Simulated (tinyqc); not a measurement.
## Tunnelling through a two-layer gate stack, WKB transmission and Tsu-Esaki current: effect of the tunnelling mass m2

Electrons leave the emitter at x = 0. Energies E (motion across the layers) are in eV from the emitter Fermi level; the collector Fermi level lies at -V and offers states at every E. No charge in the dielectric and no image force: F1 = V/(t1 + t2 eps1/eps2), F2 = F1 eps1/eps2; U = phi1 - F1 x in layer 1 and phi2 - F1 t1 - F2 (x - t1) in layer 2. With C = hbar^2/(2 m0), kappa = sqrt(m (U - E)/C) where U > E and 0 elsewhere; T(E) = exp(-S), S = 2 times the integral of kappa over x.

Each layer adds (2/F) sqrt(m/C) [G(u at its left edge) - G(u at its right edge)] to S, with u = U - E (0 where negative) and G(u) = (2/3) u^1.5. J = J0 times the integral of T(E) N(E) dE, N = ln[(1 + exp(-E/Vt))/(1 + exp((-E - V)/Vt))], J0 = q^2 me m0 kB T/(2 pi^2 hbar^3) (times 1e-4 for A/cm^2 per eV), from E = -Ef to far above the barrier (T = 1 there), by quadrature converged to the digits shown.

Values chosen for this exercise; layer 1 close to aluminium oxide, layer 2 close to hafnium oxide:
```
symbol  value  unit                                                        meaning
T         400     K                                                    temperature
Ef        0.3    eV              Fermi energy of the emitter above its band bottom
me          1    m0                            emitter mass in the supply function
phi1     2.66    eV  barrier of layer 1 above the emitter Fermi level at zero bias
m1       0.38    m0                                     tunnelling mass of layer 1
t1        0.9    nm                                           thickness of layer 1
eps1     9.02                                     relative permittivity of layer 1
phi2     1.46    eV                                barrier of layer 2 at zero bias
t2          2    nm                                           thickness of layer 2
eps2       23                                     relative permittivity of layer 2
V         0.6     V                                  voltage across the dielectric
```

Constants: q = 1.602176634e-19 C, kB = 1.380649e-23 J/K, hbar = 1.054571817e-34 J s, m0 = 9.1093837015e-31 kg, Vt = kB T/q, hbar^2/(2 m0) = 0.0380998212 eV nm^2. Results are converted to the units shown.

Result of one run:
```
S at E = 0	T(E = 0)	J (A/cm^2)	mean E of the current (eV)
16.08	1.041e-7	32.44	-0.1528
```

Which tunnelling mass of layer 2 m2 gave this result: 0.12, 0.15, 0.31, 0.5 or 0.63 m0?

m2 = 0.12 m0.

The whole series:
```
m2 (m0)	S at E = 0	T(E = 0)	J (A/cm^2)	mean E of the current (eV)
0.12	16.08	1.041e-7	32.44	-0.1528
0.15	16.92	4.506e-8	13.22	-0.1492
0.2	18.14	1.322e-8	3.559	-0.1439
0.25	19.22	4.485e-9	1.123	-0.1391
0.31	20.38	1.403e-9	0.3254	-0.1337
0.4	21.93	2.979e-10	0.06277	-0.1264
0.5	23.46	6.461e-11	0.01245	-0.1189
0.63	25.24	1.097e-11	0.001918	-0.1098
```

J falls from 32.4 to 0.00192 A/cm^2. S goes as m2^(0.27): only one of the two layers feels this mass, so the power is below 0.5.

Program tinyqc, `OMP_NUM_THREADS=1 python tinyqc.py 2540058 2540059 out.jsonl`; Intel Xeon 2.30GHz, shared host, one thread, about 0.04 s.
